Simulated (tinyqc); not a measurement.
# Thermal resistances of a two-die stack

Inverse problem. Heat leaves through the lower die only, and the system is linear. Find the resistance R1 from the lower die to the coolant, R2 between the dies, and the rise of the upper die when both are powered.

Inputs (values chosen for the exercise):
- P1 = 21 W (power of the lower die)
- P2 = 5.5 W (power of the upper die)

rises of the lower and upper die with only the lower one powered (K): 11.76  11.76
rises of the lower and upper die with only the upper one powered (K): 3.08  3.465

Answer. With only the lower die powered no heat crosses R2, so both dies rise by P1 R1; the difference in the second test is P2 R2; rises add.

R1 = 0.5600 K/W
R2 = 0.07000 K/W
rise of the upper die = 15.22 K

Computed by the program tinyqc: `OMP_NUM_THREADS=1 python tinyqc.py 2162197 2162198 out.jsonl`, one thread of a shared Intel Xeon 2.30GHz, about 0.02 s for the whole run.
